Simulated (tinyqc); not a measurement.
On-chip interconnect, size-dependent resistivity and RC delay: one step of the calculation.

A rectangular line between two neighbours and two ground planes. Surface and grain-boundary scattering are added to the bulk resistivity as corrections; capacitances are parallel-plate values without fringing; inductance is ignored.

Task. Ladder and Elmore delays. 4 equal pi sections: series Rs = r Lw/4; node capacitances c Lw/4, halved at nodes 0 and 4, with Cl added to node 4; Rd feeds node 0. Elmore delay of node k: the sum, over the resistors on the path to k, of resistance times all capacitance downstream of it.

Values chosen for this exercise; metal values close to those of copper: line length Lw = 310 um; driver resistance Rd = 540 ohm; load capacitance Cl = 3.9 fF.

r = 8.9366868 ohm/um
c = 0.029773423 fF/um

Find: Rs; C; Elmore delay.

Result.

Rs = 692.6 ohm

```
node  C (fF)  Elmore delay (ps)
0      1.154              7.090
1      2.307              15.38
2      2.307              22.08
3      2.307              27.18
4      5.054              30.68
```

The far-end value equals Rd (c Lw + Cl) + r Lw (c Lw/2 + Cl) for any number of pi sections; the line resistance contributes 76.9 % of it.

Numbers from tinyqc (`OMP_NUM_THREADS=1 python tinyqc.py 2100138 2100139 out.jsonl`; about 0.01 s on one thread of a shared Intel Xeon 2.30GHz).
